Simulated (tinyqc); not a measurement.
# Small-signal admittance of a forward-biased p+-n diode: two studies

Holes injected into a neutral base of width wb with an ohmic contact at its end; low injection, p0 far above the equilibrium density. A small voltage v exp(i w t), w = 2 pi f, modulates the edge density by p0 v/Vt, and the small-signal density obeys Dp d2p/dx2 = (1/tau + i w) p.

Values chosen for this exercise; permittivity close to that of germanium: temperature T = 300 K; relative permittivity eps_r = 16; donor density of the base Nd = 3e15 cm^-3; hole diffusion coefficient Dp = 31 cm^2/s; hole lifetime tau = 1e-8 s; width of the neutral base wb = 5.1 um; excess hole density at the junction edge p0 = 3.9e11 cm^-3; acceptor density of the p+ side Na = 6e18 cm^-3; series resistance Rs = 0.0041 ohm cm^2; signal frequency f = 2.3e6 Hz.

Constants: q = 1.602176634e-19 C, kB = 1.380649e-23 J/K, Vt = kB T/q, eps0 = 8.8541878128e-14 F/cm where lengths are in cm. Results are converted to the units shown.

Each table varies one quantity; the others keep the values above.

## Admittance against frequency

L = sqrt(Dp tau); direct current J = (q Dp p0/L) coth(wb/L); k = sqrt(1 + i w tau)/L; diffusion admittance Y = (q Dp p0/Vt) k coth(k wb) = G + i w C_diff; junction capacitance C_j = sqrt(q eps0 eps_r Nd/(2 Vr)) in the depletion approximation, with the remaining barrier Vr = Vt ln(Na/p0), a rough value under forward bias; base-width modulation is left out. Measured admittance 1/[Rs + 1/(Y + i w C_j)].

The same in every row: C_j (uF/cm^2) = 0.02821.

Admittance against frequency:
```
f (Hz)	w tau	G (S/cm^2)	C_diff (uF/cm^2)	measured G (S/cm^2)	measured C (uF/cm^2)	phase of the measured Y (degrees)
1e5	0.006283	0.1859	3.699e-4	0.1857	0.02854	5.514
5e5	0.03142	0.1859	3.699e-4	0.1858	0.02854	25.76
2e6	0.1257	0.1859	3.699e-4	0.1863	0.02854	62.55
9e6	0.5655	0.1865	3.695e-4	0.1970	0.02853	83.04
4e7	2.513	0.1970	3.618e-4	0.4076	0.02850	86.74
2e8	12.57	0.3440	2.611e-4	5.460	0.02779	81.12
7e8	43.98	0.6383	1.418e-4	50.84	0.02238	62.69
3e9	188.5	1.310	6.913e-5	201.5	0.004887	24.56
1e10	628.3	2.387	3.793e-5	239.3	5.234e-4	7.823
```

Read the table: what changes, and by how much?

G starts at J/Vt = 0.186 S/cm^2 and C_diff at (J tau/(2 Vt))(1 - 2 x/sinh 2x) = 3.70e-4 uF/cm^2, x = wb/L = 0.916. Between the last two rows G goes as f^(0.50) and C_diff as f^(-0.50); the limits are 1/2 and -1/2, reached when the signal penetrates only sqrt(Dp/w). The measured C is 0.15 % below C_diff + C_j in the first row and 98 % below it in the last, the difference being due to Rs.

## Effect of the width of the neutral base

Same model as above.

The same in every row: w tau = 0.1445; C_j (uF/cm^2) = 0.02821.

Effect of the width of the neutral base:
```
wb (um)	G (S/cm^2)	C_diff (uF/cm^2)	measured G (S/cm^2)	measured C (uF/cm^2)	phase of the measured Y (degrees)
0.28	2.678	2.255e-5	2.650	0.02762	8.567
0.55	1.367	4.425e-5	1.360	0.02794	16.54
1.1	0.6900	8.817e-5	0.6887	0.02814	30.56
2.2	0.3581	1.736e-4	0.3583	0.02830	48.78
4.3	0.2076	3.210e-4	0.2081	0.02848	63.18
8.5	0.1480	5.257e-4	0.1486	0.02870	70.28
17	0.1355	6.563e-4	0.1361	0.02883	71.91
33	0.1349	6.710e-4	0.1356	0.02885	71.99
```

What does the comparison show?

As wb goes from 0.28 to 33, G falls from 2.68 to 0.135 S/cm^2, C_diff rises from 2.26e-5 to 6.71e-4 uF/cm^2 and the measured C rises from 0.0276 to 0.0288 uF/cm^2. C_diff stays below C_j.

Numbers from tinyqc (`OMP_NUM_THREADS=1 python tinyqc.py 2890173 2890174 out.jsonl`; about 0.01 s on one thread of a shared Intel Xeon 2.30GHz).
